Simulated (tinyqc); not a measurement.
# Worked calculation: threshold-voltage variability of a planar MOSFET, analytic estimates

Numbers from tinyqc (`OMP_NUM_THREADS=1 python tinyqc.py 2090129 2090130 out.jsonl`; about 0.01 s on one thread of a shared Intel Xeon 2.30GHz). Printed values are rounded.

Three independent sources add in quadrature: random dopants in the depleted layer, metal-gate grains of two orientations, and roughness of the two gate edges acting through the roll-off VT = VT(long) - Vr exp(-L/l). These are first-order estimates: no three-dimensional electrostatics, no percolation.

Values chosen for this exercise; material values close to those of silicon:
```
symbol      value   unit                                                 meaning
T             400      K                                             temperature
Eg           1.14     eV                                                band gap
eps_r        11.9                     relative permittivity of the semiconductor
Nc        4.28e19  cm^-3                  conduction-band density of states at T
Nv           4e19  cm^-3                     valence-band density of states at T
Na         2.4e18  cm^-3                                          channel doping
ti            2.1     nm                 oxide-equivalent thickness in inversion
L              25     nm                                             gate length
W             120     nm                                              gate width
G               5     nm                                        metal grain size
dW            0.3     eV  work-function difference of the two grain orientations
p             0.3               share of the orientation of higher work function
De            1.1     nm                          rms roughness of one gate edge
La             10     nm                     correlation length of the roughness
l             5.2     nm                  decay length of the threshold roll-off
Vr            2.3      V                               prefactor of the roll-off
n            1.42                                            subthreshold factor
gI             25    1/V                                  gm/I of a matched pair
sb            1.6      %                 spread of the gain factor of one device
Nb      268435456                                                number of cells
Y           0.999                                                   wanted yield
```

Constants: q = 1.602176634e-19 C, kB = 1.380649e-23 J/K, Vt = kB T/q, eps0 = 8.8541878128e-14 F/cm where lengths are in cm. Results are converted to the units shown.

Range of the model: gI s exceeds 0.2, so the linear formula for the current mismatch is only a rough guide.

## Random dopants

ni = sqrt(Nc Nv) exp(-Eg/(2 Vt)), Eg in volts; Cox = 3.9 eps0/ti; Wd = sqrt(4 eps0 eps_r Vt ln(Na/ni)/(q Na)); dopants: s1 = (q/Cox) sqrt(Na Wd/(3 L W)). The slope A1 = s1 sqrt(L W); mean number of dopants Na L W Wd.

Cox = 1.64435 uF/cm^2
Wd = 22.7417 nm
mean number of dopants = 163.740
A1 = 1.31423 mV um
s1 = 23.9945 mV

Counting alone, 1/sqrt(N) of the depletion voltage q Na Wd/Cox = 532 mV, would give sqrt(3) times more: dopants deep in the layer act less on the surface.

## Metal grains and edge roughness

Grains: Ng = L W/G^2 (at least 1), s2 = dW sqrt(p (1 - p)/Ng). Edges, with exponential correlation and u = W/La: the mean gate length has sL^2 = 2 De^2 (2/u)[1 - (1 - exp(-u))/u]; s3 = sL (Vr/l) exp(-L/l).

Ng = 120
s2 = 12.5499 mV
sL = 0.608048 nm
dVT/dL = 3.61219 mV/nm
s3 = 2.19638 mV

## Total spread, mismatch and leakage

s = sqrt(s1^2 + s2^2 + s3^2). For a pair: s(dVT) = sqrt(2) s; current mismatch sqrt(2) sqrt((gI s)^2 + sb^2); input offset = current mismatch/gI. For a Gaussian VT the off current is log-normal with mean/median = exp(s^2/(2 (n Vt)^2)).

s = 27.1673 mV
s(dVT) = 38.4203 mV
current mismatch = 96.0775 %
input offset = 38.4310 mV
mean/median of Ioff = 1.16653

The dopants give 78.0 % of the variance; without them s would be 12.7 mV. A current mismatch this large is beyond the linear estimate.

## Iteration 1: margin in standard deviations for the wanted yield

k at the start = 4

Cells fail independently with probability Q(k) = erfc(k/sqrt(2))/2 when the margin is k standard deviations, and Y = exp(-Nb Q(k)). phi = exp(-k^2/2)/sqrt(2 pi). Newton steps on ln Q(k) = ln(-ln(Y)/Nb): k(new) = k + [ln Q - ln(-ln(Y)/Nb)] Q/phi.

Q(k) = 3.16712e-5
phi = 1.33830e-4
k after iteration 1 = 7.77585

## Iteration 2: margin in standard deviations for the wanted yield

As before.

Q(k) = 3.74701e-15
phi = 2.96033e-14
k after iteration 2 = 6.90218

## Course of the iteration: margin in standard deviations for the wanted yield

Stop when k changes by less than 1e-9, or after 30 iterations.

Course of the iteration:
```
iteration,k,|change|
1,7.77585,3.78
2,6.90218,0.874
3,6.84886,0.0533
4,6.84866,2.00e-4
5,6.84866,2.80e-9
6,6.84866,< 1e-12
```

Converged in 6 iterations. At the end the number of correct digits about doubles with each step. With s(dVT) = 38.4 mV, 6.85 standard deviations are 263 mV.
